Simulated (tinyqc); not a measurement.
Energy relaxation with and without hot phonons: decay of LO phonons and the hot-phonon bottleneck in the cooling of electrons. Computed by tinyqc, a small Python program. Command: `OMP_NUM_THREADS=1 python tinyqc.py 3008170 3008171 out.jsonl hotphonon walk`. One thread of a shared host (Intel(R) Xeon(R) Processor @ 2.30GHz), about 0.01 s of CPU time with the checks.

n(E, T) = 1/(exp(E/(k_B T)) - 1) is the Bose occupation. Electrons have a temperature T_e; the LO modes within their reach share one occupation N; the decay products stay at the lattice temperature.

Inputs (values chosen for the exercise, modelled on gallium arsenide):
```
quantity                                             value    unit
LO energy hbar omega                                  36.5     meV
lifetime at T = 0, tau_0                                12      ps
share f of the energy in the softer product           0.46       -
lattice temperature T                                  150       K
electron mass m*                                    0.0678     m_0
eps_inf                                               11.2       -
static dielectric constant eps_s                      13.1       -
electron density n                                 1.3e+17  1/cm^3
density of LO modes that the electrons reach, N_m    2e+19  1/cm^3
```

Decay channel: two unequal phonons (Ridley).

Constants: k_B = 8.617333262e-05 eV/K; c = 299792458 m/s; e^2/(4 pi eps_0) = 14.39964548 eV angstrom; hbar^2/(2 m_0) = 3.80998212 eV angstrom^2; hbar = 6.582119569e-16 eV s; e = 1.602176634e-19 C; k_B = 1.380649e-23 J/K.

Method:
- Decay rate 1/tau = (1/tau_0) [1 + n(f hbar omega) + n((1 - f) hbar omega)].
- Full width Gamma = 1/(2 pi c tau) in 1/cm, c in cm/s.
- Froehlich coupling alpha = (e^2/(4 pi eps_0)) (1/eps_inf - 1/eps_s) k_0/(2 hbar omega), k_0 = sqrt(m* hbar omega/(hbar^2/(2 m_0))); emission time tau_sp = hbar/(2 alpha hbar omega); bottleneck ratio r = (n/N_m) tau/tau_sp.
- Net emission per electron: [(N + 1) x - N]/tau_sp with x = exp(-hbar omega/(k_B T_e)), a simple two-level balance; steady state of the modes: n [(N + 1) x - N]/tau_sp = N_m (N - N_0)/tau; power per electron P = hbar omega [(N + 1) x - N]/tau_sp.
- P(T_e) = (hbar omega/tau_sp) [(N_0 + 1) x - N_0]/[1 + r (1 - x)], and r = 0 without hot phonons; energy relaxation time tau_E = (3/2) k_B (T_e - T)/P.

emission time tau_sp = 138.500 fs

equilibrium LO occupation N_0 = 0.0631307

bottleneck ratio r = 0.340619

phonon lifetime tau = 7.25780 ps

Cooling:
```
T_e (K)  P, cold phonons (nW)  P, hot phonons (nW)   ratio  tau_E (ps)         N
180                    1.6020               1.2246  1.3082     0.50736  0.073009
230                    4.4523               3.4605  1.2866     0.47877  0.091046
300                    8.2731               6.5784  1.2576     0.47222   0.11620
450                    14.847               12.294  1.2077     0.50538   0.16230
650                    20.730               17.823  1.1631     0.58097   0.20691
950                    26.076               23.229  1.1225     0.71322   0.25052
1450                   30.852               28.402  1.0863     0.94792   0.29225
2150                   34.197               32.233  1.0609      1.2850   0.32316
```

Reabsorption cuts the loss by a factor 1.31 at the lowest T_e and 1.06 at the highest; the factor is 1 + r (1 - x) with r = 0.341. tau_E runs from 0.51 to 1.3 ps, with its shortest value, 0.47 ps, at T_e = 300 K, against tau_sp = 140 fs and a phonon lifetime of 7.3 ps. Pauli blocking is left out, as are upper valleys and non-parabolic bands, which can matter above about 1000 K.

Extremes, crossings and ranges named in words are read from the listed rows.
